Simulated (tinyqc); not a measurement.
Inside a calculation. Model: dopants and charged point defects at anneal temperature: Fermi-level effect, clustering and pairing. Computed by tinyqc, a small Python program that keeps every step. Command: `OMP_NUM_THREADS=1 python tinyqc.py 3008947 3008948 out.jsonl pairing walk`. One thread of a shared host (Intel(R) Xeon(R) Processor @ 2.30GHz), about 0.02 s of CPU time with the checks. Intermediate numbers are printed to about 5 digits and carried at full precision; extremes and crossings named in words are read from the listed rows.

Boltzmann statistics and full ionisation of active dopants. Energies are counted from the valence band; the defect (a vacancy or self-interstitial) has five charge states, with all degeneracy factors one.

Inputs (values chosen for the exercise, with bands modelled on 4H-SiC):
```
quantity                                         value    unit
gap at 0 K E_g0                                   3.23      eV
Varshni alpha                                 0.000332    eV/K
Varshni beta                                       680       K
electron mass m_e                                0.393     m_0
valleys M_c                                          3       -
hole mass m_h                                     1.94     m_0
anneal temperature T                              1320       K
total dopant density N                         1.2e+19   cm^-3
formation enthalpy of the neutral defect H_f      3.88      eV
formation entropy S_f                              2.3     k_B
site density N_s                               4.4e+22   cm^-3
intrinsic dopant diffusivity D_i               1.3e-13  cm^2/s
anneal time t                                     1000       s
dopant atoms per cluster k                           4       -
cluster binding energy E_b                        2.57      eV
```

Dopant: donor. Second part: clustering of the dopant.

defect levels as fractions of E_g(T): (2+/+), (+/0), (0/-), (-/2-): 0.14  0.096  0.49  0.85

Constants: m_0 = 9.1093837015e-31 kg; k_B = 1.380649e-23 J/K; h = 6.62607015e-34 J s; k_B = 8.617333262e-05 eV/K.

## The host at the anneal temperature

E_g = E_g0 - alpha T^2/(T + beta). N_c = 2 M_c (2 pi m_e k_B T/h^2)^(3/2) and N_v = 2 (2 pi m_h k_B T/h^2)^(3/2), masses in units of m_0. n_i = sqrt(N_c N_v) exp(-E_g/2 k_B T); E_i = E_g/2 + (k_B T/2) ln(N_v/N_c).

E_g = 2.9408 eV

k_B T = 0.11375 eV

n_i = 7.9620e+14 cm^-3

E_i = 1.5441 eV

effective density of states N_b of the majority band = 1.7118e+20 cm^-3

## Active and clustered dopant

n = A/2 + sqrt(A^2/4 + n_i^2) for an active density A. k ionised dopants and k carriers form one neutral cluster: C = N_s (A/N_s)^k (n/N_b)^k exp(E_b/k_B T), N_b the effective density of states of the majority band, and N = A + k C (60 bisections in ln A between ln N - 90 and ln N).

active density A = 1.2000e+19 cm^-3

clusters C = 3.8150e+13 cm^-3

active share = 0.99999

Nearly all the dopant is active.

## Carrier density and Fermi level

chi = n/n_i (for acceptors n_i/p); E_F = E_i + k_B T ln chi; field enhancement h = 1 + A/sqrt(A^2 + 4 n_i^2).

n = 1.2000e+19 cm^-3

chi = 15071

E_F = 2.6384 eV

field enhancement h = 2.0000

The doping is 15100 n_i: extrinsic conditions.

## Charged defects

C_0 = N_s exp(S_f/k_B) exp(-H_f/k_B T). Ratios to the neutral state at E_F = E_i: r_+ = exp((E(+/0) - E_i)/k_B T), r_2+ = r_+ exp((E(2+/+) - E_i)/k_B T), r_- = exp((E_i - E(0/-))/k_B T), r_2- = r_- exp((E_i - E(-/2-))/k_B T); at other E_F state q scales as chi^(-q). The enhancement is sum r_q chi^(-q)/sum r_q. The charge on the defects is left out of neutrality.

neutral defects C_0 = 6.7365e+08 cm^-3

Charge states:
```
state     ratio r  intrinsic (cm^-3)  doped (cm^-3)
2+     7.2263e-10         4.8680e-01     2.1431e-09
+      1.5221e-05         1.0254e+04     6.8034e-01
0      1.0000e+00         6.7365e+08     6.7365e+08
-      2.4761e+00         1.6681e+09     2.5140e+13
2-     5.5657e-04         3.7493e+05     8.5165e+13
```

all defects, doped = 1.1031e+14 cm^-3

enhancement over intrinsic = 47097

mean charge = -1.7721 e

Doping leaves the neutral state alone and multiplies the total by 47100; the most common state is 2- (in intrinsic material -).

## Dopant diffusivity

If every charge state of the defect carries the dopant equally well, D = D_i x enhancement x h x (active share A/N, a rough stand-in that overstates the dA/dN which immobile clusters call for), D_i being an input held fixed when T or H_f is moved; diffusion length 2 sqrt(D t).

effective diffusivity D = 1.2245e-08 cm^2/s

D/D_i = 94192

diffusion length = 69986 nm

Caution: so large an enhancement assumes that highly charged defects carry the dopant as well as neutral ones; measured enhancements are far smaller.

## Against doping

chi = n/n_i; h = 1 + A/sqrt(A^2 + 4 n_i^2); the dopant diffusivity over its intrinsic value is D/D_i = enhancement x h x A/N, if every charge state carries the dopant equally well.

Trend at the anneal temperature:
```
N (cm^-3)  active A (cm^-3)         chi  defect enhancement  mean charge       D/D_i
2.40e+13         2.4000e+13  1.0152e+00          1.0108e+00      -0.7156  1.0261e+00
1.30e+14         1.3000e+14  1.0850e+00          1.0605e+00      -0.7290  1.1468e+00
7.60e+14         7.6000e+14  1.5853e+00          1.4171e+00      -0.7973  2.0275e+00
4.30e+15         4.3000e+15  5.5799e+00          4.2666e+00      -0.9338  8.2677e+00
2.40e+16         2.4000e+16  3.0176e+01          2.1925e+01      -0.9935  4.3802e+01
1.30e+17         1.3000e+17  1.6328e+02          1.2085e+02      -1.0329  2.4168e+02
7.60e+17         7.6000e+17  9.5453e+02          8.2597e+02      -1.1762  1.6519e+03
4.30e+18         4.3000e+18  5.4006e+03          8.5158e+03      -1.5483  1.7032e+04
2.40e+19         2.3961e+19  3.0095e+04          1.6642e+05      -1.8712  3.3231e+05
```

Well below n_i = 7.96e14 cm^-3 chi and the enhancement are near 1. At any doping d ln(enhancement)/d ln chi equals minus the mean charge, which goes from -0.72 to -1.87 over the rows.

## Activation against anneal temperature

The formulas are those given above.

Equilibrium activation:
```
T (K)  n_i (cm^-3)  active A (cm^-3)  clusters C (cm^-3)  active share
790     2.1247e+10        4.7198e+18          1.8201e+18       0.39332
920     8.2002e+11        9.1620e+18          7.0950e+17       0.76350
1060    1.5965e+13        1.1867e+19          3.3210e+16       0.98893
1190    1.3807e+14        1.1997e+19          8.3689e+14       0.99972
1320    7.9620e+14        1.2000e+19          3.8150e+13       0.99999
1450    3.4072e+15        1.2000e+19          2.8645e+12       1.00000
1580    1.1629e+16        1.2000e+19          3.1504e+11       1.00000
```

The active share goes from 0.393 at 790 K to 1.000 at 1580 K, so a layer activated by a hot, short anneal is metastable and deactivates in later, cooler steps if the dopant can move.

Checks made by the program: conservation of the dopant (relative difference below 1e-10); ratios against Boltzmann factors of formation energies at E_F (relative difference below 1e-10).
